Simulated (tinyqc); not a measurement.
Resistance of a tapered via with liner, size effect and interface: one step of the calculation.

A round via whose diameter grows from db at the bottom as D(z) = db + 2 z/tan(ang). The fill, of diameter D - 2 tl, starts above the bottom liner (thickness fb tl) and has rho = rho0 (1 + ks lam/(D - 2 tl)); the sidewall liner conducts in parallel with it. The bottom liner and the interface are crossed over the full area pi db^2/4. Spreading in the lines above and below is left out.

Task. Slices of the via. Slices between z0 = fb tl and hv, evaluated at their midpoints: conductance per length pi/4 [(D - 2 tl)^2/rho + (D^2 - (D - 2 tl)^2)/rl], slice resistance = slice height over that. 10 slices.

Parameters, values chosen for the exercise; fill metal close to copper: diameter at the bottom db = 19 nm; height hv = 64 nm; sidewall angle ang = 88 degrees; bulk resistivity of the fill rho0 = 1.66 uohm cm; mean free path of the fill lam = 40.4 nm; size-effect factor ks = 1.4; liner on the sidewall tl = 2.1 nm; liner at the bottom over that on the sidewall fb = 0.7; resistivity of the liner rl = 330 uohm cm.

Wanted: z; D; rho; slice resistance.

Result.

```
slice  z (nm)  D (nm)  rho (uohm cm)  slice resistance (ohm)
0      4.5965  19.321         7.8692                  2.6994
1      10.850  19.758         7.6949                  2.4954
2      17.102  20.194         7.5301                  2.3121
3      23.355  20.631         7.3741                  2.1469
4      29.608  21.068         7.2262                  1.9975
5      35.861  21.505         7.0857                  1.8621
6      42.114  21.941         6.9521                  1.7391
7      48.367  22.378         6.8250                  1.6270
8      54.620  22.815         6.7038                  1.5247
9      60.873  23.251         6.5882                  1.4311
```

Numbers from tinyqc (`OMP_NUM_THREADS=1 python tinyqc.py 2750170 2750171 out.jsonl`; about 0.01 s on one thread of a shared Intel Xeon 2.30GHz).
